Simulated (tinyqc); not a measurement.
The mass ratio: thresholds of impact ionisation and Auger recombination from band masses.

Parameters, chosen for this exercise (out of a larger set: near those of GaAs, gap at low temperature and not tied to T; not measured data): Eg = 1.533 eV (gap at Gamma to the s-like level).

mu = me/mh is varied; thresholds in units of Eg for ionisation started by an electron, (1 + 2 mu)/(1 + mu), and by a heavy hole, (2 + mu)/(1 + mu).

Results:
```
mu     electron (Eg)  hole (Eg)  electron (eV)  hole (eV)
0.050         1.0476     1.9524          1.606      2.993
0.136         1.1197     1.8803          1.717      2.882
0.190         1.1597     1.8403          1.778      2.821
0.380         1.2754     1.7246          1.955      2.644
0.500         1.3333     1.6667          2.044      2.555
1.000         1.5000     1.5000          2.300      2.300
```

Give the missing row, mu = 0.079.

Computed row:
```
mu     electron (Eg)  hole (Eg)  electron (eV)  hole (eV)
0.079         1.0732     1.9268          1.645      2.954
```

The two thresholds add up to 3 Eg in every row and are equal, 3/2 Eg, at mu = 1. The lighter carrier has the lower threshold; in the first row the two differ by 1.387 eV, which would favour one carrier in avalanche multiplication. Real ionisation rates depend on the whole band structure and can be nearly equal although the edge masses differ.

Program tinyqc; command `OMP_NUM_THREADS=1 python tinyqc.py 1850265 1850266 out.jsonl`; about 0.01 s on one thread of a shared Intel(R) Xeon(R) Processor @ 2.30GHz.
